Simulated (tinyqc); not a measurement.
Worked calculation: CCSD on RHF in the sto-6g basis, for H6, spin multiplicity 1. One step of it, computed by the program tinyqc.

Problem. Iteration 1: diagonalisation and new density. Diagonalise F' = X^T F X, C = X C', fill 3 alpha and 3 beta electrons from the bottom; D = 2 C_occ C_occ^T. Each column has its largest component positive (the first on a tie).

Fock matrix F (hartree), lower triangle:
```
           1H 1s      2H 1s      3H 1s      4H 1s      5H 1s      6H 1s
1H 1s  -0.222061
2H 1s  -0.409998  -0.230530
3H 1s  -0.079581  -0.217287  -0.087309
4H 1s   0.007241  -0.043627  -0.347166  -0.087174
5H 1s  -0.005468  -0.004790  -0.043590  -0.216865  -0.230481
6H 1s  -0.007742  -0.005485   0.007204  -0.079515  -0.410420  -0.221986
```

X, lower triangle:
```
           1H 1s      2H 1s      3H 1s      4H 1s      5H 1s     6H 1s
1H 1s   1.096753
2H 1s  -0.276563   1.138831
3H 1s   0.034077  -0.184052   1.141575
4H 1s  -0.007881   0.035433  -0.286992   1.141456
5H 1s   0.001189  -0.004751   0.035401  -0.183808   1.138997
6H 1s  -0.000297   0.001191  -0.007886   0.034077  -0.276987  1.097029
```

Give: F' = X^T F X; orbital energies; coefficients C; D after iteration 1.

Solution.

F' = X^T F X (hartree), lower triangle:
```
        1       2       3       4       5       6
1  -0.038
2  -0.405   0.023
3   0.034  -0.249   0.184
4   0.005   0.075  -0.441   0.184
5  -0.004  -0.011   0.074  -0.248   0.023
6  -0.006  -0.004   0.005   0.034  -0.406  -0.038
```

orbital energies (hartree): MO1 -0.470, MO2 -0.441, MO3 -0.248, MO4 0.252, MO5 0.430, MO6 0.817

coefficients C:
```
         MO1     MO2     MO3     MO4     MO5     MO6
1H 1s  0.345  -0.394  -0.315   0.623  -0.647   0.315
2H 1s  0.374  -0.407  -0.120  -0.481   0.732  -0.566
3H 1s  0.203  -0.109   0.535  -0.407  -0.224   0.931
4H 1s  0.203   0.108   0.535   0.409  -0.221  -0.931
5H 1s  0.374   0.408  -0.119   0.477   0.735   0.567
6H 1s  0.345   0.394  -0.315  -0.620  -0.651  -0.316
```

D after iteration 1, lower triangle:
```
        1H 1s   2H 1s   3H 1s   4H 1s  5H 1s  6H 1s
1H 1s   0.748
2H 1s   0.655   0.640
3H 1s  -0.111   0.113   0.678
4H 1s  -0.283  -0.065   0.630   0.678
5H 1s   0.012  -0.024  -0.065   0.112  0.640
6H 1s   0.126   0.012  -0.282  -0.111  0.655  0.748
```
